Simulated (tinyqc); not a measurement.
Donor in an ellipsoidal valley (Kohn-Luttinger variational method). The trial energy against the axis ratio. Computed by tinyqc, a small Python program. Command: `OMP_NUM_THREADS=1 python tinyqc.py 3028024 3028025 out.jsonl kohnlutt sweep`. One thread of a shared host (Intel(R) Xeon(R) Processor @ 2.30GHz), about 0.06 s of CPU time with the checks.

H = -(d^2/dx^2 + d^2/dy^2) - gamma d^2/dz^2 - 2/r in units built on m_t, with gamma = m_t/m_l and z along the valley axis. One valley; no valley-orbit or central-cell term.

Inputs (values chosen for the exercise, for a model semiconductor): transverse mass m_t = 0.245 m_0; longitudinal mass m_l = 1.66 m_0; dielectric constant eps = 15.4.

Constants: Ry = 13.605693123 eV; a_0 = 0.529177210903 angstrom.

Method. Ry* = Ry m_t/eps^2, a* = a_0 eps/m_t, gamma = m_t/m_l. Trial function exp(-sqrt((x^2 + y^2)/a^2 + z^2/b^2)) with beta = b/a < 1: E = t/a^2 - u/a, t = (2 + gamma/beta^2)/3, u = 2 arcsin(sqrt(1 - beta^2))/sqrt(1 - beta^2); the best a is 2 t/u and E(beta) = -u^2/(4 t).

One run for each value:
```
trial ratio b/a,E(beta) (Ry*),best a (a*),t,u
0.15,-0.723,1.986,2.853,2.873
0.25,-1.275,1.068,1.454,2.723
0.36,-1.588,0.812,1.046,2.578
0.46,-1.685,0.731,0.899,2.461
0.56,-1.687,0.699,0.824,2.357
0.67,-1.636,0.689,0.776,2.254
0.77,-1.569,0.691,0.750,2.169
0.88,-1.487,0.701,0.730,2.084
0.98,-1.412,0.713,0.718,2.013
```

Over the rows, E(beta) (Ry*) goes from -0.723 through a minimum among these rows, -1.69 at 0.560, to -1.41; best a (a*) goes from 1.99 through a minimum among these rows, 0.689 at 0.670, to 0.713; t falls from 2.85 to 0.718 (exponent d ln y / d ln x -1.3 between the first rows and -0.16 between the last). Flattening raises the kinetic term t through gamma/beta^2 and the attraction u through a smaller mean distance; the minimum balances the two.

Extremes, crossings and ranges named in words are read from the listed rows.
